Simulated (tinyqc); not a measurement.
Growth of a silicide layer between metal and silicon: linear-parabolic kinetics, ramp anneals and Kissinger analysis. From completion time back to temperature T. Computed by tinyqc, a small Python program. Command: `OMP_NUM_THREADS=1 python tinyqc.py 3017718 3017719 out.jsonl silicide inv`. One thread of a shared host (Intel(R) Xeon(R) Processor @ 2.30GHz), about 0.05 s of CPU time with the checks.

One compound layer of thickness x grows by diffusion through itself and reaction at an interface, dx/dt = 1/(2x/K + 1/v), until the metal is used up at x = a h.

Inputs (values chosen for the exercise, modelled on NiSi):
```
quantity                               value    unit
metal thickness h                         27      nm
silicide formed per metal thickness a    2.2       -
prefactor of the parabolic constant K  2e+14  nm^2/s
activation energy E of K                1.63      eV
prefactor of the interface velocity v  4e+13    nm/s
activation energy E_v                   1.79      eV
time t                                   7.8       s
```

Constants: k_B = 8.617333262e-05 eV/K.

Method:
- The silicide ends at the thickness a h.
- K = K0 exp(-E/(k_B T)), v = v0 exp(-E_v/(k_B T)).
- Temperatures in kelvin are T(C) + 273.15.
- x^2/K + x/v = t, so x = (K/(2v)) [sqrt(1 + 4 v^2 t/K) - 1], capped at a h; completion time t_c = (a h)^2/K + a h/v, a h being the final thickness; crossover thickness K/v.

Task: A run gave the result below. Find the temperature T, known to lie between 240 and 410 C.

completion time = 931.2983 s

Result:

Each step takes the trial c = (a f_b - b f_a)/(f_b - f_a), f being the result less the target and a, b, c the logarithms of the listed values; c replaces end b, the old b replaces a if the sign of f changed, and otherwise f_a is halved.

Scan of the range:
```
temperature T (C)  completion time (s)
240                        7.44614e+05
262                        1.46464e+05
287                        2.70758e+04
314                        5.16467e+03
343                        1.02947e+03
375                        2.06394e+02
410                        4.25094e+01
```

False position (Illinois rule, in the logarithm of the input) inside the bracket:
```
step    end a    end b    trial  completion time (s)
1     343.000  375.000  346.668              848.844
2     343.000  346.668  344.364              957.926
3     346.668  344.364  344.925              930.059
4     344.364  344.925  344.900              931.281
5     344.364  344.900  344.900              931.315
6     344.900  344.900  344.900              931.298
```

Completion time falls at every point of a 13-point scan of the range (every second point is shown), so one value fits; it is bracketed by 343 and 375. Answer: temperature T = 344.9 C.
